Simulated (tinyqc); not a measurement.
Carbon nanotube by zone folding: sweeps and comparisons. A value that a table varies takes the place of the one given here.

Circumference C = n a1 + m a2, a = sqrt3 acc; d = a sqrt(n^2 + nm + m^2)/pi; tan(theta) = sqrt3 m/(2n + m); dR = gcd(2n + m, 2m + n); T = t1 a1 + t2 a2 with t1 = (2m + n)/dR, t2 = -(2n + m)/dR, |T| = sqrt3 pi d/dR; N = 2 (n^2 + nm + m^2)/dR hexagons a cell. On cutting line mu = 0 to N - 1 at x = k|T|/(2 pi) the phases are p1 = 2 pi (-t2 mu + m x)/N, p2 = 2 pi (t1 mu - n x)/N, and E = -/+ t |1 + exp(i p1) + exp(i p2)|.

Inputs chosen for the exercise (near those used for carbon; the results hold for these values, not for the real material):
- t = 2.61 eV (hopping)
- acc = 1.44 angstrom (bond length)
- tubes = ((13, 12), (12, 11), (7, 5), (11, 3), (8, 4), (8, 7), (8, 0)) (pairs (n, m))
- n = 19 (chiral index)
- m = 6 (chiral index)

## Semiconducting tubes compared

E11 and E22 are twice the two lowest band edges; the cone gives E11 d = 2 t acc and E22/E11 = 2.

Tubes:

| (n,m) | d (angstrom) | theta (deg) | (n - m) mod 3 | E11 (eV) | E22 (eV) | E11 d/(2 t acc) | E22/E11 |
|---|---|---|---|---|---|---|---|
| (13,12) | 17.19 | 28.7 | 1 | 0.4363 | 0.8720 | 0.998 | 1.999 |
| (12,11) | 15.82 | 28.6 | 1 | 0.4740 | 0.9473 | 0.997 | 1.998 |
| (7,5) | 8.29 | 24.5 | 2 | 0.9099 | 1.7516 | 1.003 | 1.925 |
| (11,3) | 10.14 | 11.7 | 2 | 0.7545 | 1.4157 | 1.017 | 1.876 |
| (8,4) | 8.40 | 19.1 | 1 | 0.8775 | 1.8126 | 0.981 | 2.066 |
| (8,7) | 10.32 | 27.8 | 1 | 0.7240 | 1.4454 | 0.994 | 1.996 |
| (8,0) | 6.35 | 0.0 | 2 | 1.2248 | 2.1622 | 1.035 | 1.765 |

What does this show?

E11 follows 1/d first. For mod 1 the scaled E11 lies below one (0.981 to 0.998) and E22/E11 on both sides of two (1.996 to 2.066). For mod 2 the scaled E11 lies above one (1.003 to 1.035) and E22/E11 below two (1.765 to 1.925). The largest departure of the scaled E11 is that of (8,0); warping acts as cos(3 theta)/d, most for thin tubes near zigzag. Below about 8 angstrom curvature, left out of zone folding, changes the gaps further.

## Neighbouring tubes

Diameter, chiral angle and twice the lowest band edge. Each row changes one parameter from the base and keeps the others.

Results:

| case | d (angstrom) | theta (deg) | gap (eV) |
|---|---|---|---|
| base | 17.947 | 13.29 | 0.4143 |
| n = 20 | 18.720 | 12.73 | 0.4053 |
| m = 7 | 18.500 | 15.08 | 0.0000 |
| t = 2.74 eV | 17.947 | 13.29 | 0.4349 |
| acc = 1.46 angstrom | 18.196 | 13.29 | 0.4143 |

What can be read from the table?

The largest shifts from the base row, up to three for each result and ties (the steps differ in size, so this ranks the rows, not the parameters). d (angstrom): n +0.774, m +0.553, acc +0.249; unchanged at the printed digits by t. theta (deg): m +1.79, n -0.56; unchanged at the printed digits by t and acc. gap (eV): m -0.4143, t +0.0206, n -0.0089; unchanged at the printed digits by acc. In zone folding the gap does not depend on acc at fixed (n, m); a step in n or m changes (n - m) mod 3 and closes the gap where that becomes zero.

Program tinyqc; command `OMP_NUM_THREADS=1 python tinyqc.py 1480924 1480925 out.jsonl`; about 0.03 s on one thread of a shared Intel(R) Xeon(R) Processor @ 2.30GHz.
